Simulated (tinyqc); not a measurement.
Exchange-split free-electron bands and tunnelling magnetoresistance, step by step. Values are carried at full precision from step to step, so a last printed digit may differ when a step is redone from the rounded ones.

Majority and minority bands E = c k^2/m -/+ Dx/2, c = hbar^2/2m0, so k_up = sqrt(m (EF + Dx/2)/c), k_dn = sqrt(m (EF - Dx/2)/c); n_s = k_s^3/(6 pi^2), D_s = m k_s/(4 pi^2 c).

Constants: hbar^2/2m0 = 3.80998211 eV angstrom^2.

Inputs chosen for the exercise: EF = 3.54 eV (Fermi energy above the mean band bottom); Dx = 5.97 eV (exchange splitting); m = 1.11 m0 (mass in the electrodes); mb = 0.87 m0 (mass in the barrier); phi = 1.84 eV (barrier height above EF); d = 14.2 angstrom (barrier thickness).

## The two Fermi spheres

Give k_s, n_s, D_s, the moment per electron (n_up - n_dn)/n and three polarisations: of D, of D v and of D v^2 (v proportional to k).

k_up, k_dn (1/angstrom): 1.3788  0.4021

n_up, n_dn (1/angstrom^3): 0.04426  0.00110

D_up, D_dn (1/(eV angstrom^3)): 0.01017  0.00297

moment per electron = 0.9516 muB

polarisations: D 0.5484, D v 0.8432, D v^2 0.9516

The three numbers differ although they describe one band structure: each probe (density of states, ballistic current, diffusive current) weights the velocity differently.

## Transmissions

Barrier: kappa = sqrt(mb phi/c), c = hbar^2/2m0. With a = k1/m, b = k2/m, w = kappa/mb, the transmission at normal incidence is T(k1, k2) = 4 a b w^2/[w^2 (a + b)^2 + (w^2 + a^2)(w^2 + b^2) sinh^2(kappa d)]. Parallel: G_P = T(up, up) + T(dn, dn); antiparallel: G_AP = 2 T(up, dn); TMR = (G_P - G_AP)/G_AP. Julliere: TMR = 2 P^2/(1 - P^2). Slonczewski factor: P_eff = P_k (w^2 - a_up a_dn)/(w^2 + a_up a_dn), P_k = (k_up - k_dn)/(k_up + k_dn).

Evaluate kappa and the three T.

kappa = 0.6482 1/angstrom
kappa d = 9.204

T: up-up 3.151e-08, dn-dn 2.504e-08, up-dn 2.809e-08

The majority channel transmits more, by a factor 1.26; the common factor exp(-2 kappa d) is 1.01e-08.

## Magnetoresistance

From the T, and from the Julliere formula with P_k and with P_eff.

TMR from T = 0.66 %
P_k = 0.5484
P_eff = 0.0574
Julliere with P_k = 86.02 %
Julliere with P_eff = 0.66 %

The interface factor is +0.105. The plain Julliere value lies 85.4 points above the result and the one with P_eff 0.00 points from it. Symmetry filtering in crystalline barriers, which gives far larger values, is outside this model.

## Checks

- TMR of a thick barrier against the Julliere formula with P_eff: both 0.006602.

tinyqc: `OMP_NUM_THREADS=1 python tinyqc.py 1681455 1681456 out.jsonl`; about 0.01 s, one thread, shared Intel(R) Xeon(R) Processor @ 2.30GHz.
